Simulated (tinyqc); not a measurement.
Abrupt p-n junction, non-linear Poisson equation by Newton steps: one step of the calculation.

One dimension, p side on the left, n side on the right; net doping C = -Na for x < 0 and +Nd for x > 0. The potential psi is counted from the intrinsic level, and the quasi-Fermi potentials are flat: 0 for holes and -V for electrons, so n = ni exp((psi + V)/Vt) and p = ni exp(-psi/Vt) (Boltzmann statistics, full ionisation, no current).

Problem. Converged densities, field and charge. n and p as above; field E_i = -(psi_(i+1) - psi_i)/h_i on each interval; charge on either side of the peak Q = eps0 eps_r |E|max (Gauss).

Inputs (values chosen for the exercise); band and dielectric values close to those of silicon: temperature T = 293 K; relative permittivity eps_r = 11.9; bias of the p side against the n side V = 0 V.

Constants: q = 1.602176634e-19 C, kB = 1.380649e-23 J/K, Vt = kB T/q, eps0 = 8.8541878128e-14 F/cm where lengths are in cm. Results are converted to the units shown.

| node | x (nm) | converged psi (V) | net doping C (cm^-3) |
|---|---|---|---|
| 0 | -46.4 | -0.46070771 | -5.2e17 |
| 1 | -32.3 | -0.46053047 | -5.2e17 |
| 2 | -20.7 | -0.45956023 | -5.2e17 |
| 3 | -11.1 | -0.45518233 | -5.2e17 |
| 4 | -3.25 | -0.44095808 | -5.2e17 |
| 5 | 3.25 | -0.40917062 | 5.4e15 |
| 6 | 16.9 | -0.35766918 | 5.4e15 |
| 7 | 45.5 | -0.26279208 | 5.4e15 |
| 8 | 105 | -0.08774633 | 5.4e15 |
| 9 | 231 | 0.18697464 | 5.4e15 |
| 10 | 495 | 0.34066279 | 5.4e15 |
| 11 | 1050 | 0.34538565 | 5.4e15 |

ni = 6.1880045e9 cm^-3

Give: n; p; field E; peak |E|; charge Q.

Solution.

| node | n (cm^-3) | p (cm^-3) |
|---|---|---|
| 0 | 73.64 | 5.200e17 |
| 1 | 74.16 | 5.164e17 |
| 2 | 77.06 | 4.969e17 |
| 3 | 91.65 | 4.178e17 |
| 4 | 161.0 | 2.378e17 |
| 5 | 567.0 | 6.754e16 |
| 6 | 4359 | 8.784e15 |
| 7 | 1.868e5 | 2.050e14 |
| 8 | 1.915e8 | 1.999e11 |
| 9 | 1.018e13 | 3.762e6 |
| 10 | 4.479e15 | 8550 |
| 11 | 5.400e15 | 7091 |

| interval | field E (kV/cm) |
|---|---|
| 0 | -0.13 |
| 1 | -0.84 |
| 2 | -4.56 |
| 3 | -18.12 |
| 4 | -48.90 |
| 5 | -37.73 |
| 6 | -33.17 |
| 7 | -29.42 |
| 8 | -21.80 |
| 9 | -5.82 |
| 10 | -0.09 |

peak |E| = 48.90 kV/cm
charge Q = 51.53 nC/cm^2

Numbers from tinyqc (`OMP_NUM_THREADS=1 python tinyqc.py 2000142 2000143 out.jsonl`; about 0.02 s on one thread of a shared Intel Xeon 2.30GHz).
